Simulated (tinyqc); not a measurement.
Worked calculation: RKS/PBE in the sto-6g basis, for BeH+, spin multiplicity 1. One step of it, computed by the program tinyqc.

Problem. Iteration 1: building the Kohn-Sham matrix. J_ij = sum D_kl (ij|kl); F = H + J + V_xc; E = tr D H + tr D J / 2 + E_xc + E_nn.

D at the start:
```
,1Be 1s,1Be 2s,1Be 2px,1Be 2py,1Be 2pz,2H 1s
1Be 1s,2.092643,-0.333395,0.000000,0.000000,-0.213964,-0.017014
1Be 2s,-0.333395,1.146959,0.000000,0.000000,0.893457,0.141747
1Be 2px,0.000000,0.000000,0.000000,0.000000,0.000000,0.000000
1Be 2py,0.000000,0.000000,0.000000,0.000000,0.000000,0.000000
1Be 2pz,-0.213964,0.893457,0.000000,0.000000,0.697032,0.110972
2H 1s,-0.017014,0.141747,0.000000,0.000000,0.110972,0.017811
```

core Hamiltonian H = T + V (hartree):
```
,1Be 1s,1Be 2s,1Be 2px,1Be 2py,1Be 2pz,2H 1s
1Be 1s,-8.296952,-1.947515,0.000000,0.000000,-0.014967,-0.385051
1Be 2s,-1.947515,-2.416693,0.000000,0.000000,-0.128719,-0.965222
1Be 2px,0.000000,0.000000,-1.942967,0.000000,0.000000,0.000000
1Be 2py,0.000000,0.000000,0.000000,-1.942967,0.000000,0.000000
1Be 2pz,-0.014967,-0.128719,0.000000,0.000000,-2.040424,-1.058166
2H 1s,-0.385051,-0.965222,0.000000,0.000000,-1.058166,-1.869266
```

Two-electron integrals (ij|kl) in chemists' order, unique and non-zero (hartree):
```
i,j,k,l,(ij|kl)
1,1,1,1,2.299996
2,1,1,1,0.361879
2,1,2,1,0.071926
2,2,1,1,0.570332
2,2,2,1,0.139654
2,2,2,2,0.417773
3,1,3,1,0.015252
3,2,3,1,0.022555
3,2,3,2,0.092340
3,3,1,1,0.570332
3,3,2,1,0.139654
3,3,2,2,0.417773
3,3,3,3,0.450117
4,1,4,1,0.015252
4,2,4,1,0.022555
4,2,4,2,0.092340
4,3,4,3,0.024258
4,4,1,1,0.570332
4,4,2,1,0.139654
4,4,2,2,0.417773
4,4,3,3,0.401601
4,4,4,4,0.450117
5,1,5,1,0.015252
5,2,5,1,0.022555
5,2,5,2,0.092340
5,3,5,3,0.024258
5,4,5,4,0.024258
5,5,1,1,0.570332
5,5,2,1,0.139654
5,5,2,2,0.417773
5,5,3,3,0.401601
5,5,4,4,0.401601
5,5,5,5,0.450117
6,1,1,1,0.072254
6,1,2,1,0.013955
6,1,2,2,0.027019
6,1,3,3,0.026796
6,1,4,4,0.026796
6,1,5,1,0.001383
6,1,5,2,0.002693
6,1,5,5,0.027466
6,1,6,1,0.002864
6,2,1,1,0.181293
6,2,2,1,0.045142
6,2,2,2,0.147927
6,2,3,3,0.142261
6,2,4,4,0.142261
6,2,5,1,0.006283
6,2,5,2,0.037615
6,2,5,5,0.159258
6,2,6,1,0.009706
6,2,6,2,0.079403
6,3,3,1,0.004249
6,3,3,2,0.019589
6,3,5,3,0.006443
6,3,6,3,0.007072
6,4,4,1,0.004249
6,4,4,2,0.019589
6,4,5,4,0.006443
6,4,6,4,0.007072
6,5,1,1,0.197680
6,5,2,1,0.049827
6,5,2,2,0.170510
6,5,3,3,0.160500
6,5,4,4,0.160500
6,5,5,1,0.010128
6,5,5,2,0.058543
6,5,5,5,0.190531
6,5,6,1,0.011220
6,5,6,2,0.103957
6,5,6,5,0.140188
6,6,1,1,0.349285
6,6,2,1,0.088705
6,6,2,2,0.325038
6,6,3,3,0.301740
6,6,4,4,0.301740
6,6,5,1,0.014199
6,6,5,2,0.110238
6,6,5,5,0.371635
6,6,6,1,0.019687
6,6,6,2,0.223832
6,6,6,5,0.310561
6,6,6,6,0.774999
```

nuclear repulsion = 1.40365308 hartree

V_xc (hartree):
```
,1Be 1s,1Be 2s,1Be 2px,1Be 2py,1Be 2pz,2H 1s
1Be 1s,-1.489583,-0.186426,0.000000,0.000000,-0.009384,-0.040680
1Be 2s,-0.186426,-0.265755,0.000000,0.000000,-0.093375,-0.131211
1Be 2px,0.000000,0.000000,-0.259231,0.000000,0.000000,0.000000
1Be 2py,0.000000,0.000000,0.000000,-0.259231,0.000000,0.000000
1Be 2pz,-0.009384,-0.093375,0.000000,0.000000,-0.278767,-0.165130
2H 1s,-0.040680,-0.131211,0.000000,0.000000,-0.165130,-0.320107
```

E_xc = sum of w rho eps_xc = -2.91569248 hartree

Give: Coulomb J; Kohn-Sham matrix F; total energy of this density.

Solution.

Coulomb J (hartree):
```
,1Be 1s,1Be 2s,1Be 2px,1Be 2py,1Be 2pz,2H 1s
1Be 1s,5.722,0.992,0.000,0.000,0.038,0.202
1Be 2s,0.992,1.955,0.000,0.000,0.181,0.744
1Be 2px,0.000,0.000,1.940,0.000,0.000,0.000
1Be 2py,0.000,0.000,0.000,1.940,0.000,0.000
1Be 2pz,0.038,0.181,0.000,0.000,1.986,0.875
2H 1s,0.202,0.744,0.000,0.000,0.875,1.640
```

Kohn-Sham matrix F (hartree):
```
,1Be 1s,1Be 2s,1Be 2px,1Be 2py,1Be 2pz,2H 1s
1Be 1s,-4.064,-1.142,0.000,0.000,0.014,-0.224
1Be 2s,-1.142,-0.727,0.000,0.000,-0.041,-0.353
1Be 2px,0.000,0.000,-0.262,0.000,0.000,0.000
1Be 2py,0.000,0.000,0.000,-0.262,0.000,0.000
1Be 2pz,0.014,-0.041,0.000,0.000,-0.333,-0.348
2H 1s,-0.224,-0.353,0.000,0.000,-0.348,-0.549
```

total energy of this density = -14.68465 hartree
